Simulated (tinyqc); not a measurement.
Pariser-Parr-Pople SCF with singles CI, for the molecule O=c1cccccc1 (SMILES; centres numbered as the heavy atoms are written), step by step. One step of it, computed by the program tinyqc.

Problem. PPP integrals. Ohno: gamma = 14.399645/sqrt(R^2 + a^2), a = 2 x 14.399645/(gamma_rr + gamma_ss); H_rr = -W_r - sum_(s != r) z_s gamma_rs; H_rs = beta for bonds.

Centres (angstrom, eV; a flat drawing with bonds scaled to 1.40 angstrom):
```
centre          x          y  core charge z          W   gamma_rr
1O       2.637000   0.000000              1  17.700000  15.200000
2C       1.237000   0.000000              1  11.160000  11.130000
3C       0.629000   1.261000              1  11.160000  11.130000
4C      -0.736000   1.573000              1  11.160000  11.130000
5C      -1.830000   0.700000              1  11.160000  11.130000
6C      -1.830000  -0.700000              1  11.160000  11.130000
7C      -0.736000  -1.573000              1  11.160000  11.130000
8C       0.629000  -1.261000              1  11.160000  11.130000
```

Resonance integrals (eV):
```
i  j       beta
1  2  -2.350000
2  3  -2.240000
3  4  -2.240000
4  5  -2.240000
5  6  -2.240000
6  7  -2.240000
7  8  -2.240000
8  2  -2.240000
```

Give: repulsion gamma_rs; core matrix H.

Solution.

repulsion gamma_rs (eV), lower triangle:
```
         1O       2C       3C       4C       5C       6C       7C       8C
1O  15.2000
2C   8.1051  11.1300
3C   5.5145   7.5541  11.1300
4C   3.7121   5.0781   7.5533  11.1300
5C   3.0954   4.2333   5.0799   7.5549  11.1300
6C   3.0954   4.2333   4.2341   5.0792   7.5539  11.1300
7C   3.7121   5.0781   4.2336   4.2331   5.0792   7.5549  11.1300
8C   5.5145   7.5541   5.0802   4.2336   4.2341   5.0799   7.5533  11.1300
```

core matrix H (eV), lower triangle:
```
          1O        2C        3C        4C        5C        6C        7C        8C
1O  -50.4490
2C   -2.3500  -52.9960
3C    0.0000   -2.2400  -50.4096
4C    0.0000    0.0000   -2.2400  -48.6044
5C    0.0000    0.0000    0.0000   -2.2400  -47.9907
6C    0.0000    0.0000    0.0000    0.0000   -2.2400  -47.9907
7C    0.0000    0.0000    0.0000    0.0000    0.0000   -2.2400  -48.6044
8C    0.0000   -2.2400    0.0000    0.0000    0.0000    0.0000   -2.2400  -50.4096
```
